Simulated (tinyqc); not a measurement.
Disorder broadening of a flat band (such as a Landau level) in the self-consistent Born approximation: two steps of the calculation.

The local Green function is G = g0(z - Sigma) with z = E + i eta and g0(z) = 1/z; the self-energy is Sigma = D G. The density of states is -Im G/pi.

Parameters, values chosen for the exercise:
- D = 0.14 eV^2 (variance of the random potential)
- eta = 0.045 eV (bare broadening)
- E = -0.302 eV (energy from the band centre)
- mix = 1 (mixing)

Constants: q = 1.602176634e-19 C, hbar = 1.054571817e-34 J s. Results are converted to the units shown.

Question 1. Born step. G = g0(z - Sigma), Sigma(out) = D G, Sigma(new) = Sigma + mix (Sigma(out) - Sigma).

Sigma after iteration 1 = -0.45350696-0.06757554i eV

Wanted: G; Sigma(out); Sigma after iteration 2.

Answer 1.

G = 4.253-3.160i 1/eV
Sigma(out) = 0.5954-0.4424i eV
Sigma after iteration 2 = 0.5954-0.4424i eV

Question 2. Density of states and lifetime. G = Sigma/D, density of states -Im G/pi, lifetime hbar/(2 |Im Sigma|); without disorder the density of states is -Im g0(z)/pi. Closed form: G = (z - sqrt(z^2 - 4 D))/(2 D) with the root that gives Im G < 0; for eta -> 0 a semi-ellipse of half-width 2 sqrt(D).

converged Sigma = -0.14110124-0.32072476i eV

Find: density of states; lifetime; density of states without disorder.

Answer 2.

density of states = 0.72921 1/eV
lifetime = 1.0261 fs
density of states without disorder = 0.15364 1/eV

Disorder makes the density of states at this energy 4.75 times the clean value.

Range of the model: The self-consistent Born approximation misses band tails from rare fluctuations and localisation.

Program tinyqc, `OMP_NUM_THREADS=1 python tinyqc.py 2720046 2720047 out.jsonl`; Intel Xeon 2.30GHz, shared host, one thread, about 0.01 s.
